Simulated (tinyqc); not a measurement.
Inside a calculation. Model: MOSFET in the linear regime without short-channel effects, parameter extraction from computed curves.

Computed by the program tinyqc: `OMP_NUM_THREADS=1 python tinyqc.py 2210096 2210097 out.jsonl`, one thread of a shared Intel Xeon 2.30GHz, about 0.01 s for the whole run. Printed values are rounded.

Inversion charge Q = Cox n Vt W0(exp((Vg - VT)/(n Vt))), W0 the Lambert function and n = nf; u = Q/Cox; mobility mu = mu0/(1 + th1 u + th2 u^2); channel resistance Rch = (L - dL)/(W mu Q); Id = Vd/(Rch + Rsd/W). Cox = eps0 eox/tox. Small Vd, no channel-length or drain effects.

Inputs (values chosen for the exercise); channel values of the order met in silicon transistors: temperature T = 300 K; relative permittivity of the gate insulator (close to silicon dioxide) eox = 3.9; insulator thickness tox = 3.2 nm; low-field mobility mu0 = 450 cm^2/(V s); first mobility attenuation factor th1 = 0.15 1/V; second mobility attenuation factor th2 = 0 1/V^2; threshold voltage VT = 0.26 V; body factor nf = 1.38; gate width W = 1 um; drawn gate length L = 1.9 um; drawn less effective length dL = 0.018 um; source plus drain resistance Rsd = 200 ohm um; drain voltage Vd = 0.025 V.

Constants: q = 1.602176634e-19 C, kB = 1.380649e-23 J/K, Vt = kB T/q, eps0 = 8.8541878128e-14 F/cm where lengths are in cm. Results are converted to the units shown.

## Transfer curve

Vg, point 0 to 10 (V): 0.02  0.14  0.26  0.38  0.5  0.62  0.74  0.86  0.98  1.1  1.22

u, mu, Rch and Id as defined.

```
point       u (V)  mu (cm^2/(V s))  Rch (ohm)     Id (uA)
0      4.26818e-5          449.997  9.08037e7  2.75319e-4
1      0.00119408          449.919  3.24631e6  0.00770059
2       0.0202333          448.638  1.92129e5    0.129985
3       0.0878503          444.147    44697.8    0.556820
4        0.181887          438.049    21889.3     1.13177
5        0.285769          431.503    14143.5     1.74295
6        0.394285          424.872    10410.9     2.35607
7        0.505426          418.288    8249.42     2.95878
8        0.618238          411.810    6850.20     3.54600
9        0.732203          405.467    5874.48     4.11558
10       0.847006          399.272    5157.04     4.66676
```

## Threshold and mobility at the peak transconductance

gm_i = (Id_(i+1) - Id_(i-1))/(Vg_(i+1) - Vg_(i-1)); at the point j of largest gm the tangent meets the axis at V_ext = Vg_j - Id_j/gm_j; field-effect mobility gm_j L/(W Cox Vd) with the drawn L.

gm, point 1 to 9 (uS): 0.540458  2.28800  4.17410  4.94221  5.10125  5.06597  4.95804  4.81999  4.66981
j = 5
V_ext = 0.278329 V
field-effect mobility = 359.275 cm^2/(V s)

V_ext is 18 mV above the model VT, and the mobility so found is 21 % below mu0 L/(L - dL) = 454 cm^2/(V s), the value for the drawn L; attenuation, series resistance and the slow approach of Q to a straight line all lower the peak gm.

## The Y function

Y_i = Id_i/sqrt(gm_i). For Id = beta Vd x/(1 + th x), x = Vg - VT, Y = sqrt(beta Vd) x whatever th. Slope s from points 6 and 9; VT_Y = Vg - Y/s at point 9; beta = s^2/Vd; mobility beta L/(W Cox) with the drawn L; th* = (beta Vd x/Id - 1)/x at point 9.

Y, point 1 to 9 (uA^0.5 V^0.5): 0.0104747  0.0859343  0.272542  0.509094  0.771696  1.04678  1.32880  1.61516  1.90450
s = 2.38255 uA^0.5 V^-0.5
VT_Y = 0.300647 V
beta = 227.063 uA/V^2
mobility from Y = 399.794 cm^2/(V s)
th* = 0.128275 1/V

The mobility from Y is 12 % below mu0 L/(L - dL) = 454 cm^2/(V s), which it should reach in deep inversion when th2 = 0. th* compares with th1 + mu0 Cox Rsd/(L - dL) = 0.202 1/V, since series resistance enters like th1. The match is poor here: at these overdrives Q is not yet a straight line in Vg.
